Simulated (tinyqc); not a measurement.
Inside a calculation. Method: Hueckel theory of the pi electrons with the omega technique, for the molecule c1ccc2[nH]ccc2c1 (SMILES; centres numbered as the heavy atoms are written). One step of it, computed by the program tinyqc.

Question. Energy, charges, bond orders. E = sum n x; q_r = z_r - P_rr; bond order p = P_rs; free valence = sqrt(3) - sum of p over the bonds of the atom.

final x values: [2.584815, 1.823492, 1.294757, 0.856746, 0.576902, -0.843567, -1.111666, -1.498728, -2.182750]

occupations: [2.000000, 2.000000, 2.000000, 2.000000, 2.000000, 0.000000, 0.000000, 0.000000, 0.000000]

final P, order 1C, 2C, 3C, 4C, 5N, 6C, 7C, 8C, 9C:
```
[[1.021973, 0.635832, -0.025598, -0.290100, 0.094237, 0.029006, -0.102204, -0.029024, 0.699579],
 [0.635832, 1.019179, 0.686591, -0.016230, -0.090966, 0.191447, 0.040166, -0.276995, -0.020317],
 [-0.025598, 0.686591, 1.023955, 0.626543, -0.117487, -0.057299, 0.013630, 0.037396, -0.340788],
 [-0.290100, -0.016230, 0.626543, 1.002453, 0.334506, -0.273480, -0.061005, 0.575989, 0.029070],
 [0.094237, -0.090966, -0.117487, 0.334506, 1.807365, 0.361297, -0.221266, -0.152107, 0.051758],
 [0.029006, 0.191447, -0.057299, -0.273480, 0.361297, 1.003084, 0.840216, -0.024896, -0.217495],
 [-0.102204, 0.040166, 0.013630, -0.061005, -0.221266, 0.840216, 1.072982, 0.471915, -0.032885],
 [-0.029024, -0.276995, 0.037396, 0.575989, -0.152107, -0.024896, 0.471915, 1.031436, 0.584655],
 [0.699579, -0.020317, -0.340788, 0.029070, 0.051758, -0.217495, -0.032885, 0.584655, 1.017574]]
```

Centres:
```
centre  z_r, pi electrons of the neutral centre         h
1C                                            1  0.000000
2C                                            1  0.000000
3C                                            1  0.000000
4C                                            1  0.000000
5N                                            2  1.500000
6C                                            1  0.000000
7C                                            1  0.000000
8C                                            1  0.000000
9C                                            1  0.000000
```

Bonds:
```
i  j         k
1  2         1
2  3         1
3  4         1
4  5  0.800000
5  6  0.800000
6  7         1
7  8         1
8  9         1
9  1         1
8  4         1
```

Give: pi energy = 10 alpha + this times beta; pi charges; Bond orders and lengths from R = 1.517 - 0.180 p; free valence of the carbons; gap between the highest filled and the next level.

Answer.

pi energy = 10 alpha + this times beta = 14.2734

pi charges: [-0.0220, -0.0192, -0.0240, -0.0025, 0.1926, -0.0031, -0.0730, -0.0314, -0.0176]

Bond orders and lengths from R = 1.517 - 0.180 p (angstrom, C-C alone):
```
bond       p       R
1-2   0.6358  1.4026
2-3   0.6866  1.3934
3-4   0.6265  1.4042
4-5   0.3345       -
5-6   0.3613       -
6-7   0.8402  1.3658
7-8   0.4719  1.4321
8-9   0.5847  1.4118
9-1   0.6996  1.3911
8-4   0.5760  1.4133
```

free valence of the carbons: [0.3966, 0.4096, 0.4189, 0.1950, 0.5305, 0.4199, 0.0995, 0.4478]

gap between the highest filled and the next level = 1.4205 |beta|
